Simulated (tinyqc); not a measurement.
Harmonic transition-state theory with quantum, tunnelling and friction corrections: one step, computed by the program tinyqc. Command: `OMP_NUM_THREADS=1 python tinyqc.py 3010346 3010347 out.jsonl rates walk`. One thread of a shared host (Intel(R) Xeon(R) Processor @ 2.30GHz), about 0.03 s of CPU time with the checks.

One atom hops between equivalent sites; three modes at the minimum and two real modes at the saddle are treated as harmonic, the rest of the crystal as unchanged; melting is ignored, so hot rows may lie above the melting point.

Task: Tunnelling factors. With u = h nu_b/(k_B T): Wigner factor 1 + u^2/24; parabolic barrier (Bell) (u/2)/sin(u/2), valid above T_c = h nu_b/(2 pi k_B); symmetric Eckart barrier: kappa = int_0^infinity P(E) exp(-(E - E_b)/(k_B T)) dE/(k_B T), P = (cosh 2a - 1)/(cosh 2a + cosh 2d), a = alpha sqrt(E/E_b), alpha = 2 pi E_b/(h nu_b), 2d = 2 sqrt(alpha^2 - pi^2/4).

Inputs (values chosen for the exercise, modelled on interstitial hydrogen in silicon): barrier E_b = 0.511 eV; imaginary frequency at the saddle nu_b = 18 THz; temperature T = 391 K.

Lattice of sites: three-dimensional.

Constants: h x 1 THz = 4.135667696 meV; k_B = 8.617333262e-05 eV/K.

Give: u; crossover temperature T_c; Wigner factor; Bell factor; Eckart factor.

Result:

u = 2.209

crossover temperature T_c = 137.5 K

Wigner factor = 1.203

Bell factor = 1.237

Eckart factor = 1.247

T/T_c = 2.84: tunnelling near the top of the barrier speeds the rate.
